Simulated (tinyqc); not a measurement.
Free and trapped electrons in a MOS channel with a dense trap tail: one step of the calculation.

p-type body, charge-sheet picture, full ionisation (an idealisation for deep acceptors), Boltzmann statistics for free electrons. e = Ec - EF at the surface. Acceptor-like traps of density D(E) = D0 + De exp(-E/Ew) at depth E below Ec, from 0 to Eu, hold n_t = integral of D(E)/(1 + exp((e - E)/Vt)). psi = Eg - Vt ln(Nv/Na) - e; N_dep = sqrt(2 eps0 eps_r Na (psi - Vt)/q); n_f = sqrt(N_dep^2 + 2 eps0 eps_r Vt Nc exp(-e/Vt)/q) - N_dep; Vg = Vfb + psi + q (N_dep + n_t + n_f)/Cox, Cox = eps0 eox/tox.

Problem. Charges and gate voltage. psi, N_dep, n_f and Vg as defined, with the n_t given; free share n_f/(n_f + n_t); apparent mobility mf n_f/(n_f + n_t); gate voltage spent on traps q n_t/Cox.

Inputs (values chosen for the exercise); band and dielectric values close to those of 4H silicon carbide:
- T = 300 K (temperature)
- Eg = 3.27 eV (band gap)
- eps_r = 9.58 (relative permittivity)
- Nc = 1.68e19 cm^-3 (conduction-band density of states at T)
- Nv = 2.51e19 cm^-3 (valence-band density of states at T)
- eox = 3.9 (relative permittivity of the insulator)
- tox = 34 nm (insulator thickness)
- Na = 3.2e15 cm^-3 (acceptor density)
- Vfb = -2.71 V (flat-band voltage without trapped charge)
- mf = 210 cm^2/(V s) (mobility of free electrons)
- e = 0.14 eV (Ec - EF at the surface)

Constants: q = 1.602176634e-19 C, kB = 1.380649e-23 J/K, Vt = kB T/q, eps0 = 8.8541878128e-14 F/cm where lengths are in cm. Results are converted to the units shown.

n_t = 8.1725260e10 cm^-2

Find: psi; N_dep; n_f; Vg; free share; apparent mobility; gate voltage spent on traps.

Solution.

psi = 2.8982 V
N_dep = 3.1197e11 cm^-2
n_f = 3.1218e10 cm^-2
Vg = 0.85848 V
free share = 27.640 %
apparent mobility = 58.044 cm^2/(V s)
gate voltage spent on traps = 0.12892 V

Computed by the program tinyqc: `OMP_NUM_THREADS=1 python tinyqc.py 2222108 2222109 out.jsonl`, one thread of a shared Intel Xeon 2.30GHz, about 0.03 s for the whole run.
